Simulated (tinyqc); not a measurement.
Input admittance of a MOSFET at zero drain bias: distributed channel and distributed gate: one step of the calculation.

Source and drain grounded, strong inversion, w = 2 pi f, Cox = eps0 eox/tox. The channel is an RC line of resistance 1/(mu Cox Vo) per square fed from both ends, so one finger has the intrinsic admittance y = i w Cox L tanh(g)/g per width, g = (1/2) sqrt(i w tau), tau = L^2/(mu Vo). The vertical resistance rv/L is in series with y, the overlaps 2 i w Cov in parallel: y_t = 1/(1/y + rv/L) + 2 i w Cov. The gate strip is a line of Rsh/L per length loaded by y_t, so a finger has Y = y_t Wf tanh(k)/k, k = (Wf/sd) sqrt(y_t Rsh/L); the device has Nf Y.

Task. Low-frequency resistances and capacitance. Low-frequency limits, with c = Cox L and ct = c + 2 Cov: R_strip = Rsh Wf/(3 sd^2 L Nf), R_ch = (c/ct)^2 L/(12 mu Cox Vo Wf Nf), R_vert = (c/ct)^2 rv/(L Wf Nf), C = ct Wf Nf.

Values chosen for this exercise; values of the order met in silicon radio-frequency transistors:
```
symbol,value,unit,meaning
eox,3.9,,relative permittivity of the gate insulator (close to silicon dioxide)
tox,2.3,nm,insulator thickness
L,0.43,um,channel length
Wf,10,um,finger width
Nf,1,,number of fingers
mu,260,cm^2/(V s),channel mobility
Vo,0.61,V,gate overdrive
Rsh,29,ohm/square,sheet resistance of the gate
rv,0,ohm um^2,vertical resistivity of the gate stack
sd,2,,number of ends at which a finger is contacted
Cov,0.27,fF/um,overlap and fringe capacitance on each side
```

Constants: eps0 = 8.8541878128e-14 F/cm where lengths are in cm. Results are converted to the units shown.

Give: parts; sum; C; 1/(2 pi R C).

Result.

parts (ohm): strip 56.202, channel 12.815, vertical 0
sum = 69.017 ohm
C = 69.959 fF
1/(2 pi R C) = 32.963 GHz

The strip term is the largest, 81.4 % of the sum.

Program tinyqc, `OMP_NUM_THREADS=1 python tinyqc.py 2262174 2262175 out.jsonl`; Intel Xeon 2.30GHz, shared host, one thread, about 0.01 s.
